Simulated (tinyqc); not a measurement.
Inside a calculation. Method: Pariser-Parr-Pople SCF with singles CI, for the molecule C=CC=C(F)C=C (SMILES; centres numbered as the heavy atoms are written). One step of it, computed by the program tinyqc.

Problem. Iteration 1: Fock matrix. F_rr = H_rr + P_rr gamma_rr / 2 + sum_(s != r) P_ss gamma_rs; F_rs = H_rs - P_rs gamma_rs / 2; E = tr P (H + F) / 2 + core repulsion sum_(r<s) z_r z_s gamma_rs.

P at the start, order 1C, 2C, 3C, 4C, 5F, 6C, 7C:
```
[[1.289267, 0.796507, -0.289267, -0.224963, 0.349165, 0.000000, 0.160317],
 [0.796507, 1.000000, 0.571544, 0.000000, -0.186371, -0.064646, 0.000000],
 [-0.289267, 0.571544, 1.289267, 0.577462, -0.349165, 0.000000, -0.224963],
 [-0.224963, 0.000000, 0.577462, 1.000000, 0.664770, 0.417145, 0.000000],
 [0.349165, -0.186371, -0.349165, 0.664770, 1.421467, 0.000000, -0.319186],
 [0.000000, -0.064646, 0.000000, 0.417145, 0.000000, 1.000000, 0.906538],
 [0.160317, 0.000000, -0.224963, 0.000000, -0.319186, 0.906538, 1.000000]]
```

core matrix H (eV), order 1C, 2C, 3C, 4C, 5F, 6C, 7C:
```
[[-38.721698, -2.390000, 0.000000, 0.000000, 0.000000, 0.000000, 0.000000],
 [-2.390000, -46.786157, -2.390000, 0.000000, 0.000000, 0.000000, 0.000000],
 [0.000000, -2.390000, -50.431118, -2.390000, 0.000000, 0.000000, 0.000000],
 [0.000000, 0.000000, -2.390000, -56.857533, -1.980000, -2.390000, 0.000000],
 [0.000000, 0.000000, 0.000000, -1.980000, -70.752041, 0.000000, 0.000000],
 [0.000000, 0.000000, 0.000000, -2.390000, 0.000000, -48.157481, -2.390000],
 [0.000000, 0.000000, 0.000000, 0.000000, 0.000000, -2.390000, -41.850734]]
```

repulsion gamma_rs (eV), order 1C, 2C, 3C, 4C, 5F, 6C, 7C:
```
[[10.170000, 7.231171, 5.127867, 3.630756, 3.361764, 2.850054, 2.298322],
 [7.231171, 10.170000, 7.232715, 5.128017, 4.926242, 3.631664, 2.850105],
 [5.127867, 7.232715, 10.170000, 7.230111, 5.610866, 5.128017, 3.630675],
 [3.630756, 5.128017, 7.230111, 10.170000, 8.823958, 7.232715, 5.128017],
 [3.361764, 4.926242, 5.610866, 8.823958, 24.200000, 5.612460, 4.926752],
 [2.850054, 3.631664, 5.128017, 7.232715, 5.612460, 10.170000, 7.230111],
 [2.298322, 2.850105, 3.630675, 5.128017, 4.926752, 7.230111, 10.170000]]
```

Centres (angstrom, eV; a flat drawing with bonds scaled to 1.40 angstrom):
```
centre          x          y  core charge z          W   gamma_rr
1C      -3.161000  -0.301000              1  10.860000  10.170000
2C      -1.887000   0.280000              1  10.860000  10.170000
3C      -0.747000  -0.532000              1  10.860000  10.170000
4C       0.527000   0.050000              1  10.860000  10.170000
5F       0.660000   1.444000              2  37.490000  24.200000
6C       1.667000  -0.762000              1  10.860000  10.170000
7C       2.941000  -0.180000              1  10.860000  10.170000
```

Give: F; pi energy.

Solution.

F (eV), order 1C, 2C, 3C, 4C, 5F, 6C, 7C:
```
[[-4.7657, -5.2698, 0.7417, 0.4084, -0.5869, 0.0000, -0.1842],
 [-5.2698, -4.4411, -4.4569, 0.0000, 0.4591, 0.1174, 0.0000],
 [0.7417, -4.4569, -6.0668, -4.4776, 0.9796, 0.0000, 0.4084],
 [0.4084, 0.0000, -4.4776, -7.7383, -4.9130, -3.8985, 0.0000],
 [-0.5869, 0.4591, 0.9796, -4.9130, -17.6948, 0.0000, 0.7863],
 [0.0000, 0.1174, 0.0000, -3.8985, 0.0000, -6.7142, -5.6672],
 [-0.1842, 0.0000, 0.4084, 0.0000, 0.7863, -5.6672, -6.9102]]
```

pi energy = -124.7681 eV
